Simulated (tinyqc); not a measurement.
# Vertical double-diffused power MOSFET, components of the on-resistance: On-resistance against the width of the p body in one cell

Stripe cells of pitch Wp + a, two channels a cell. Current flows through the channels, spreads in the accumulation layer, passes the gap between the p bodies and spreads at 45 degrees into the drift layer below them. Low drain voltage, full ionisation.

Triangular field at breakdown with Ec = Kc N^(1/8): BV = eps0 eps_r Ec^2/(2 q N), so N = (eps0 eps_r Kc^2/(2 q BV))^(4/3); W = 2 BV/Ec; mu = mud (T/300 K)^(-bt); rho = 1/(q mu N); ideal resistance rho W. Pitch p = Wp + a, Cox = 3.9 eps0/tox; zero-bias depletion in the gap w0 = sqrt(2 eps0 eps_r Vbi/(q N Nj)), open gap g = a - 2 w0; R_ch = Lc p/(2 mch Cox Vov); R_acc = 0.6 a p/(4 mac Cox Vov), 0.6 being an empirical factor for current leaving the layer along its length; R_gap = (rho/Nj) xp p/g; spreading depth t = min(W, (p - g)/2); R_drift = (rho p/2) ln((g + 2 t)/g) + rho (W - t); R_on = the sum with Rs.

Parameters, values chosen for the exercise; bulk values close to those of gallium nitride:

| symbol | value | unit | meaning |
|---|---|---|---|
| T | 450 | K | temperature |
| eps_r | 9.52 |  | relative permittivity |
| Kc | 26500 | V/cm per (cm^-3)^(1/8) | critical-field constant |
| BV | 3300 | V | rated breakdown voltage of the drift layer |
| mud | 883 | cm^2/(V s) | drift mobility at 300 K |
| bt | 2.6 |  | temperature exponent of the drift mobility |
| tox | 96 | nm | gate oxide thickness (eps_r 3.9) |
| Vov | 11 | V | gate overdrive |
| mch | 44 | cm^2/(V s) | channel mobility |
| mac | 100 | cm^2/(V s) | accumulation-layer mobility |
| Lc | 0.3 | um | channel length |
| a | 2 | um | gap between neighbouring p bodies |
| xp | 1.2 | um | depth of the p body |
| Nj | 2 |  | doping of the gap over the drift doping |
| Vbi | 2.93 | V | built-in voltage of the body junction |
| Rs | 0.47 | mohm cm^2 | substrate and contact resistance |

Constants: q = 1.602176634e-19 C, eps0 = 8.8541878128e-14 F/cm where lengths are in cm. Results are converted to the units shown.

The same in every row: ideal (mohm cm^2) = 12.06.

Results:
```
Wp (um)  R_ch (mohm cm^2)  R_acc (mohm cm^2)  R_gap (mohm cm^2)  R_drift (mohm cm^2)  R_on (mohm cm^2)  largest term
1.2                0.2757             0.2426              1.000                12.48             14.47         drift
1.7                0.3188             0.2805              1.157                12.64             14.86         drift
2.4                0.3791             0.3336              1.375                12.88             15.44         drift
4.9                0.5945             0.5232              2.157                13.92             17.66         drift
6.9                0.7668             0.6748              2.782                14.90             19.59         drift
9.9                 1.025             0.9023              3.720                16.55             22.67         drift
14                  1.379              1.213              5.002                19.08             27.14         drift
```

Estimate the missing row, Wp = 3.4 um.

Computed row:
```
Wp (um)  R_ch (mohm cm^2)  R_acc (mohm cm^2)  R_gap (mohm cm^2)  R_drift (mohm cm^2)  R_on (mohm cm^2)  largest term
3.4                0.4653             0.4094              1.688                13.26             16.30         drift
```

With this row back in the table: R_on rises from 14.5 to 27.1 mohm cm^2. The drift term is the largest at Wp = 1.2 and in all other rows. R_on is 1.20 times the ideal drift resistance in the first row and 2.25 times in the last.

tinyqc, about 0.01 s, one thread, Intel Xeon 2.30GHz (shared host): `OMP_NUM_THREADS=1 python tinyqc.py 2230046 2230047 out.jsonl`
